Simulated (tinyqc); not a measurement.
Choosing the offset: vacuum evaporation: vapour pressure, source flux, thickness distribution, purity and step coverage. Computed by tinyqc, a small Python program. Command: `OMP_NUM_THREADS=1 python tinyqc.py 3111877 3111878 out.jsonl evap walk`. One thread of a shared host (Intel(R) Xeon(R) Processor @ 2.30GHz), about 0.01 s of CPU time with the checks.

Molecular flow, unit sticking of the metal, no re-evaporation. The background gas is taken as water vapour (18.015 g/mol, collision diameter 0.37 nm) at 300 K.

Inputs (values chosen for the exercise, modelled on germanium, with constants for the liquid): directionality n = 1; source-to-wafer distance h = 17 cm; wafer radius R = 7.5 cm.

Method. Rotating wafer, source offset by s and facing upwards: thickness at radius r is the mean over the angle a of (1 + (r^2 + s^2 - 2 r s cos a)/h^2)^(-(n + 3)/2), by 360 equal steps; non-uniformity (max - min)/(max + min) over 21 radii from 0 to R. The curvature at the centre vanishes at s/h = sqrt(2/(n + 3)).

Against the offset:

| s/h | centre thickness | edge over centre | non-uniformity (%) |
|---|---|---|---|
| 0.0 | 1.0000 | 0.7007 | 17.599 |
| 0.2 | 0.9246 | 0.7319 | 15.482 |
| 0.4 | 0.7432 | 0.8148 | 10.203 |
| 0.5 | 0.6400 | 0.8671 | 7.117 |
| 0.6 | 0.5407 | 0.9207 | 4.129 |
| 0.7 | 0.4504 | 0.9714 | 1.451 |
| 0.8 | 0.3718 | 1.0161 | 0.827 |
| 0.9 | 0.3052 | 1.0531 | 2.588 |
| 1.1 | 0.2047 | 1.1029 | 4.893 |

The best row, s/h = 0.8, has 0.83 % against 18 % on the axis, at the price of a rate lower by a factor 2.69; the small-wafer optimum is sqrt(2/(n + 3)) = 0.71.

Extremes, crossings and ranges named in words are read from the listed rows.
